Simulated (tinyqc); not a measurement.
Thermal displacements in the Debye model: Debye-Waller factors, bond-length spread and the Lindemann rule: one step, computed by the program tinyqc. Command: `OMP_NUM_THREADS=1 python tinyqc.py 3006174 3006175 out.jsonl debyewaller walk`. One thread of a shared host (Intel(R) Xeon(R) Processor @ 2.30GHz), about 0.01 s of CPU time with the checks.

A Debye spectrum with three branches of one velocity, cut at k_B Theta; 8 atoms per cube, nearest neighbours at d = 0.433013 a.

Question. Recoil-free fraction. A nucleus of this mass is supposed to emit a gamma ray of the energy chosen: recoil energy E_R = E^2/(2 M c^2), wave number k_g = E/(hbar c), recoil-free fraction f = exp(-k_g^2 <u_x^2>).

Inputs (values chosen for the exercise, modelled on silicon):

| quantity | value | unit |
|---|---|---|
| atomic mass M | 28.09 | u |
| Debye temperature Theta | 560 | K |
| temperature T | 77 | K |
| gamma-ray energy E | 77.3 | keV |

Structure: diamond.

<u_x^2> = 0.002599523 angstrom^2

Constants: e = 1.602176634e-19 C; u = 1.6605390666e-27 kg; c = 299792458 m/s; hbar = 6.582119569e-16 eV s; k_B = 8.617333262e-05 eV/K.

Give: recoil energy; k_g; recoil-free fraction f.

Answer.

recoil energy = 114.2 meV

k_g = 39.17 1/angstrom

recoil-free fraction f = 0.01852
